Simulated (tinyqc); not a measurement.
# Berg model of reactive sputtering of a nitride or oxide: poisoning, hysteresis and pumping speed, step by step

A worked calculation. Computed by tinyqc, a small Python program that keeps every step. Command: `OMP_NUM_THREADS=1 python tinyqc.py 3026225 3026226 out.jsonl berg walk`. One thread of a shared host (Intel(R) Xeon(R) Processor @ 2.30GHz), about 0.02 s of CPU time with the checks. Intermediate numbers are printed to about 5 digits and carried at full precision; extremes and crossings named in words are read from the listed rows.

A diatomic gas reacts with bare metal on the target and on the collecting surfaces; ions remove metal and compound from the target. theta_t and theta_c are the compound fractions.

Inputs (values chosen for the exercise, close to those used for titanium nitride): ion current density J = 39 mA/cm^2; target area A_t = 240 cm^2; collecting area A_c = 4600 cm^2; metal yield Y_m = 0.53; compound yield Y_c = 0.17; sticking coefficient alpha = 0.8; reactive atoms per metal atom z = 1; gas mass M = 28 u; pumping speed S = 1400 l/s; gas temperature T = 300 K; reactive partial pressure P = 0.0052 Pa.

Constants: e = 1.602176634e-19 C; u = 1.6605390666e-27 kg; k_B = 1.380649e-23 J/K.

## Steady state at the pressure P

Ion flux j = J/e; gas flux F = P/sqrt(2 pi M k_B T). Target: (2/z) alpha F (1 - theta_t) = j Y_c theta_t. Sputtered flows F_c = j Y_c theta_t A_t, F_m = j Y_m (1 - theta_t) A_t. Collector: (2/z) alpha F (1 - theta_c) A_c + F_c (1 - theta_c) = F_m theta_c. Gas use Q = alpha F [(1 - theta_t) A_t + (1 - theta_c) A_c] + P S/(k_B T); 1 sccm = 4.4780e17 molecules/s. Rate R = F_m + F_c, given relative to j Y_m A_t.

ion flux j = 2.4342e+17 1/(cm^2 s)

gas flux F = 1.4949e+16 1/(cm^2 s)

theta_t = 0.36628

theta_c = 0.85278

gas use (sccm): target 4.062, collector 18.086, pump 3.925

total flow Q = 26.072 sccm

rate relative to clean metal = 0.75120

The target is partly covered. The film is 85.3 % compound.

## Critical pumping speed

P is a single-valued function of the flow Q only if dQ/dP > 0 everywhere: S must exceed k_B T times the steepest fall of the surface terms with P.

pressure of the steepest fall = 0.0095676 Pa

critical pumping speed = 648.81 l/s

S is 2.16 times the critical value: no hysteresis.

## Flow curve at three pumping speeds

The formulas are those given above.

Pressure as the free variable:
```
P (Pa)   theta_t  theta_c  relative rate  Q at S_c/4 (sccm)  Q at S_c (sccm)  Q at 2 S_c (sccm)
0.00048  0.05065  0.26612        0.96560              8.926            9.052              9.220
0.00096  0.09642  0.43190        0.93451             14.038           14.290             14.625
0.00190  0.17437  0.62126        0.88156             19.101           19.599             20.264
0.00330  0.26837  0.76190        0.81771             21.828           22.693             23.848
0.00570  0.38784  0.86783        0.73656             22.597           24.093             26.087
0.00960  0.51622  0.93290        0.64936             21.783           24.301             27.660
0.01500  0.62509  0.96537        0.57541             20.516           24.451             29.698
0.02400  0.72735  0.98387        0.50595             19.309           25.605             34.000
0.03800  0.80857  0.99275        0.45078             18.795           28.764             42.057
0.07700  0.89538  0.99803        0.39181             20.253           40.454             67.389
```

At S_c/4 the flow falls with pressure in 4 of the intervals: as the target poisons, less metal arrives to getter the gas. At 2 S_c it rises throughout. Coverages and rate depend on P alone, not on S. The collector converts before the target (theta_c = 0.87 at theta_t = 0.39), since the metal is spread over a larger area and no ions clean it. The rate tends to Y_c/Y_m = 0.321.

Checks made by the program: gas taken up by surfaces against gas bound in the growing film (relative difference below 1e-10).
